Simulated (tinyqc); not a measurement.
# Crystallisation kinetics and data retention of a phase-change cell: two studies

Johnson-Mehl-Avrami-Kolmogorov law X = 1 - exp(-y^n), y = integral of k dt, k = (1/100 s) exp[-(Ec q/kB)(1/T - 1/T1)].

Values chosen for this exercise; values of the order of Ge-Sb-Te and related chalcogenides: activation energy of crystallisation Ec = 2.71 eV; temperature at which the rate k is 1/(100 s) T1 = 432 K; Avrami exponent n = 2.5; crystalline share at which the state is lost Xf = 0.4; storage temperature T = 359 K.

Constants: q = 1.602176634e-19 C, kB = 1.380649e-23 J/K. Results are converted to the units shown.

Each table varies one quantity; the others keep the values above.

## Kissinger analysis

Tp is the temperature of the largest dX/dt on a ramp of rate b (b in K/min in the logarithm).

Result of one run:
```
b (K/min)  Tp (K)  q/kB Tp (1/eV)  ln(b/Tp^2)  X at the peak
50         447.96          25.906     -8.2974        0.62808
```

What becomes of these results when the heating rate b is changed from 50 to 10 K/min, all else the same?

Result of the changed run:
```
b (K/min)  Tp (K)  q/kB Tp (1/eV)  ln(b/Tp^2)  X at the peak
10         438.18          26.483     -9.8627        0.62816
```

The whole series:
```
b (K/min)  Tp (K)  q/kB Tp (1/eV)  ln(b/Tp^2)  X at the peak
0.5        421.07          27.560     -12.779        0.62831
1          424.91          27.311     -12.104        0.62828
2          428.82          27.061     -11.429        0.62824
5          434.10          26.732     -10.537        0.62820
10         438.18          26.483     -9.8627        0.62816
20         442.34          26.234     -9.1884        0.62812
50         447.96          25.906     -8.2974        0.62808
100        452.30          25.657     -7.6235        0.62804
```

Tp rises from 421 to 452 K. The slope of ln(b/Tp^2) against q/kB Tp between the end rows is -2.709 eV, against Ec = 2.71 eV, and X at the peak stays near 1 - 1/e = 0.632 (0.628 to 0.628).

## Effect of the activation energy at a fixed measured point

Same model as above.

At fixed T the state fails at t = (-ln(1 - Xf))^(1/n)/k; ten years are 3.15576e8 s. k at T1 is held.

Effect of the activation energy at a fixed measured point:
```
Ec (eV)  temperature for ten years (K)  time to fail at T (years)
1.5                             313.48                  0.0087608
1.8                             328.50                   0.045104
2.1                             340.15                    0.23221
2.4                             349.43                     1.1955
2.7                             357.01                     6.1548
3                               363.32                     31.687
3.3                             368.65                     163.14
3.6                             373.21                     839.88
```

The ten-year temperature rises from 313 to 373 K, and the projected life at 359 K spans 4.98 decades: an error of 0.1 eV changes it by a factor of 1.73.

Range of the model: One Arrhenius rate is assumed; incubation, growth from the boundary and the non-Arrhenius kinetics of the supercooled liquid are left out.

tinyqc, about 0.02 s, one thread, Intel Xeon 2.30GHz (shared host): `OMP_NUM_THREADS=1 python tinyqc.py 2490011 2490012 out.jsonl`
